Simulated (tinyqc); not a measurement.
Worked calculation: G0W0 on RHF in the 6-311g basis, for H2, spin multiplicity 1. One step of it, computed by the program tinyqc.

Problem. Screening: direct RPA. With D = e_a - e_i and K = (ia|jb): diagonalise D^(1/2) (D + 4K) D^(1/2) = Z w^2 Z^T; X + Y = D^(1/2) Z w^(-1/2), each column of Z with its largest component positive (the first on a tie); E_c = (sum w - tr (D + 2K)) / 2.

orbital energies (hartree): MO1 -0.619696, MO2 0.179535, MO3 0.300258, MO4 0.685577, MO5 2.309908, MO6 2.866361

Two-electron integrals over orbitals (pq|rs), unique and non-zero (hartree):
```
(11|11) 0.679653    (21|21) 0.037798    (22|11) 0.339382    (22|22) 0.293090
(31|11) -0.139190   (31|22) -0.020524   (31|31) 0.054477    (32|21) 0.024245
(32|32) 0.043705    (33|11) 0.366974    (33|22) 0.271655    (33|31) -0.033786
(33|33) 0.282144    (41|21) -0.056783   (41|32) -0.013821   (41|41) 0.104949
(42|11) -0.131126   (42|22) -0.039550   (42|31) 0.034494    (42|33) -0.043041
(42|42) 0.048346    (43|21) 0.022820    (43|32) 0.017044    (43|41) -0.035294
(43|43) 0.020522    (44|11) 0.516929    (44|22) 0.322426    (44|31) -0.080215
(44|33) 0.316202    (44|42) -0.100378   (44|44) 0.448991    (51|11) -0.113468
(51|22) -0.007031   (51|31) 0.056912    (51|33) -0.025153   (51|42) 0.021023
(51|44) -0.054604   (51|51) 0.100996    (52|21) 0.002940    (52|32) 0.001176
(52|41) -0.002188   (52|43) -0.005110   (52|52) 0.008750    (53|11) 0.121267
(53|22) 0.027833    (53|31) -0.041461   (53|33) 0.036278    (53|42) -0.031752
(53|44) 0.074273    (53|51) -0.049985   (53|53) 0.039175    (54|21) -0.006139
(54|32) -0.021814   (54|41) -0.007849   (54|43) 0.002829    (54|52) -0.012511
(54|54) 0.035007    (55|11) 0.658788    (55|22) 0.327828    (55|31) -0.136525
(55|33) 0.359693    (55|42) -0.121502   (55|44) 0.494442    (55|51) -0.138255
(55|53) 0.128211    (55|55) 0.673607    (61|21) -0.028123   (61|32) 0.010894
(61|41) 0.071454    (61|43) -0.029915   (61|52) 0.017904    (61|54) -0.047599
(61|61) 0.107444    (62|11) -0.022933   (62|22) 0.012037    (62|31) 0.018508
(62|33) 0.001498    (62|42) -2.12e-06   (62|44) -0.004087   (62|51) 0.031687
(62|53) -0.011964   (62|55) -0.030918   (62|62) 0.016806    (63|21) 0.026284
(63|32) 0.002985    (63|41) -0.051555   (63|43) 0.017806    (63|52) -0.003404
(63|54) 0.016466    (63|61) -0.052648   (63|63) 0.033132    (64|11) 0.154991
(64|22) 0.019062    (64|31) -0.061706   (64|33) 0.040649    (64|42) -0.037726
(64|44) 0.089942    (64|51) -0.081103   (64|53) 0.050904    (64|55) 0.166119
(64|62) -0.029943   (64|64) 0.088630    (65|21) 0.066132    (65|32) 0.014319
(65|41) -0.125994   (65|43) 0.050030    (65|52) -0.014781   (65|54) 0.044243
(65|61) -0.138897   (65|63) 0.082805    (65|65) 0.223247    (66|11) 0.724885
(66|22) 0.347669    (66|31) -0.164865   (66|33) 0.374686    (66|42) -0.143490
(66|44) 0.550453    (66|51) -0.190319   (66|53) 0.155295    (66|55) 0.750387
(66|62) -0.046043   (66|64) 0.215403    (66|66) 0.879979
```

Give: D^(1/2) (D + 4K) D^(1/2); excitation energies w; X + Y; RPA correlation energy.

Solution.

D^(1/2) (D + 4K) D^(1/2) (hartree^2), lower triangle:
```
         1>2     1>3     1>4     1>5      1>6
1>2   0.7596
1>3   0.0000  1.0468
1>4  -0.2320  0.0000  2.2517
1>5   0.0000  0.3737  0.0000  9.7661
1>6  -0.1878  0.0000  0.6097  0.0000  13.6508
```

excitation energies w (hartree): 0.8507  1.0153  1.5007  3.1276  3.6995

X + Y:
```
          1        2        3       4        5
1>2  0.9587   0.0000  -0.1070  0.0000  -0.0072
1>3  0.0000   0.9510   0.0000  0.0232   0.0000
1>4  0.1823   0.0000   0.9211  0.0000   0.0318
1>5  0.0000  -0.0726   0.0000  0.9669   0.0000
1>6  0.0150   0.0000  -0.0842  0.0000   0.9692
```

RPA correlation energy = -0.028829 hartree
